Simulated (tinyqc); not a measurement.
Extended Hueckel theory, for H3+, step by step. The parameters take no account of the charge, which enters only through the electron count. One step of it, computed by the program tinyqc.

Question. Wolfsberg-Helmholz matrix. H_ij = K' S_ij (H_ii + H_jj)/2 for i != j (the diagonal keeps H_ii), with K' = 1.5.

overlap S, lower triangle:
```
,1H 1s,2H 1s,3H 1s
1H 1s,1.000000
2H 1s,0.494180,1.000000
3H 1s,0.494180,0.118242,1.000000
```

diagonal H_ii (eV): 1H 1s -13.600000, 2H 1s -13.600000, 3H 1s -13.600000

K = 1.500000

Give: H.

Answer.

H (eV), lower triangle:
```
,1H 1s,2H 1s,3H 1s
1H 1s,-13.6000
2H 1s,-10.0813,-13.6000
3H 1s,-10.0813,-2.4121,-13.6000
```
